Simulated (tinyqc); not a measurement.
Finite-difference solution of the diffusion equation on a small grid. Changing the time step dt. Computed by tinyqc, a small Python program. Command: `OMP_NUM_THREADS=1 python tinyqc.py 3008262 3008263 out.jsonl fdiff sweep`. One thread of a shared host (Intel(R) Xeon(R) Processor @ 2.30GHz), about 0.01 s of CPU time with the checks.

dC/dt = D d2C/dx2 on nodes x_j = j dx, j = 0..7; the far end is sealed.

Inputs (values chosen for the exercise): diffusivity D = 0.085 nm^2/s; grid spacing dx = 10 nm; final time t_f = 36000 s.

Boundary at x = 0: sealed surface. Scheme: Crank-Nicolson.

start values C_j, j = 0, 1, ... (% of a reference): [34.9, 77.7, 100, 77.1, 22, 2.12, 0, 0]

Method:
- The operator M acts as (M C)_j = C_(j-1) - 2 C_j + C_(j+1); at the sealed far end a mirror node gives 2 C_(N-2) - 2 C_(N-1); at j = 0, a mirror node gives 2 C_1 - 2 C_0.
- r = D dt/dx^2.
- With r = D dt/dx^2: (1 - theta r M) C(new) = (1 + (1 - theta) r M) C(old); theta = 0 explicit, 1 implicit, 1/2 Crank-Nicolson.
- The run takes n = round(t_f/dt) steps of length t_f/n.
- The dose is the trapezoidal sum of C dx; the error is the largest difference from exp(M D t/dx^2) C(0), the exact time evolution on the same grid.

One run for each value:
```
time step dt (s),largest error at t_f (%),mesh ratio r,final C_4 (%),final dose (% nm)
141,3.0326e-05,0.120,42.315,2963.7
281,1.2128e-04,0.239,42.315,2963.7
562,4.8480e-04,0.478,42.315,2963.7
1125,1.9338e-03,0.956,42.315,2963.7
2250,8.5214e-03,1.913,42.316,2963.7
4500,1.1003e+00,3.825,41.929,2963.7
9000,1.4656e+01,7.650,36.043,2963.7
18000,3.5230e+01,15.300,31.410,2963.7
```

Describe and explain the trends.

Over the rows, largest error at t_f (%) rises from 3.03e-5 to 35.2 (exponent d ln y / d ln x 2.0 between the first rows and 1.3 between the last). At the low end the exponent of largest error at t_f is 2.00, close to 2: second order in the step.

Extremes, crossings and ranges named in words are read from the listed rows.
